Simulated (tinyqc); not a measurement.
# Raman line shape of confined optical phonons and breathing modes of small crystals, step by step

A worked calculation. Computed by tinyqc, a small Python program that keeps every step. Command: `OMP_NUM_THREADS=1 python tinyqc.py 3025849 3025850 out.jsonl confine walk`. One thread of a shared host (Intel(R) Xeon(R) Processor @ 2.30GHz), about 0.03 s of CPU time with the checks. Intermediate numbers are printed to about 6 digits and carried at full precision; extremes and crossings named in words are read from the listed rows.

Confinement in 1 direction(s) lets phonons with q away from zero scatter light. q is in units of 2 pi/a, from 0 to 1, and the branch is isotropic: omega(q)^2 = (omega_0^2 + omega_X^2)/2 + ((omega_0^2 - omega_X^2)/2) cos(pi q). The model and its constant beta are phenomenological; beta = 8 is the common choice.

Inputs (values chosen for the exercise, modelled on silicon):
```
quantity,value,unit
bulk frequency omega_0,520.4,1/cm
frequency at the zone boundary omega_X,400,1/cm
natural width Gamma_0,2.8,1/cm
lattice constant a,5.431,angstrom
size L,2.9,nm
confinement constant beta,4,-
probe offset omega - omega_0,-11,1/cm
longitudinal velocity,9160,m/s
transverse velocity,5380,m/s
```

Shape: film.

Constants: c = 299792458 m/s.

## Range of wave vectors

Weight W(q) = q^0 exp(-(2 L q/a)^2/(2 beta)) dq, that is exp(-k^2 L^2/(2 beta pi^2)) for k = 2 pi q/a. Width q_c = a sqrt(2 beta)/(2 L), where the exponential falls to 1/e; curvature of the branch: omega(q) = omega_0 - c q^2, c = pi^2 (omega_0^2 - omega_X^2)/(8 omega_0); for small q_c the mean of q^2 is (number of confined directions) q_c^2/2, and the mean shift is -c times that.

q_c = 0.264848 2 pi/a

curvature c = 262.709 1/cm

mean shift, quadratic estimate = -9.21381 1/cm

omega(q_c) - omega_0 = -17.6894 1/cm

Caution: below about 3 nm surface bonds and discrete modes make the bulk branch a poor guide.

## Intensity at one frequency

I(omega) = int W(q) / [(omega - omega(q))^2 + (Gamma_0/2)^2] dq / int W dq x (Gamma_0/2)^2, by 400 Gauss-Legendre points on 0 < q < min(1, 2.5 a sqrt(2 beta)/L). Bulk Lorentzian 1/(1 + (2 offset/Gamma)^2); mean shift = weighted mean of omega(q) less the bulk frequency.

I at the probe offset = 0.101432

bulk Lorentzian there = 0.0159401

mean shift, from the weights = -8.65962 1/cm

## Peak, width and asymmetry

The peak is the maximum of I; the width is taken between the half-maximum points, and the asymmetry is the low-side half-width over the high-side one.

peak shift = -0.7318 1/cm

full width = 6.5705 1/cm

asymmetry = 2.6998

peak height (bulk = 1) = 0.36825

The peak moves 8 % as far as the mean: the tail on the low side carries the rest. A shift without broadening or asymmetry would point to stress, not size.

## Line shape against size

The formulas are those given above.

Line shape:
```
L (nm),peak shift (1/cm),full width (1/cm),asymmetry,"mean shift, quadratic estimate (1/cm)"
3,-0.72692,6.4647,2.6488,-8.60979
3.6,-0.6964,5.8983,2.3771,-5.97902
4.4,-0.65379,5.2994,2.0938,-4.00249
5.5,-0.59489,4.693,1.8119,-2.56159
7,-0.51888,4.1328,1.5566,-1.58139
10,-0.39154,3.5079,1.2796,-0.774881
15,-0.24855,3.0781,1.0973,-0.344392
25,-0.11355,2.8569,1.0137,-0.123981
```

The peak shift falls with exponent -0.24 at the small end and -1.53 at the large end. For still larger L it tends to the mean shift, which goes as 1/L^2; the ratio is 0.08 in the first row and 0.92 in the last. The width exceeds Gamma_0 by over 10 % for L up to 10 nm. In a film the weight is largest at q = 0, so the peak hardly moves and a tail grows instead.

## Thickness mode of the free film

The lowest longitudinal standing wave has half a wavelength across the film: f = v_L/(2 L); the lowest shear one f = v_T/(2 L).

breathing frequency = 1579.31 GHz

shear frequency = 927.586 GHz

breathing wavenumber = 52.6801 1/cm

Checks made by the program: mean shift of a large crystal against the quadratic estimate (relative difference 1e-05).
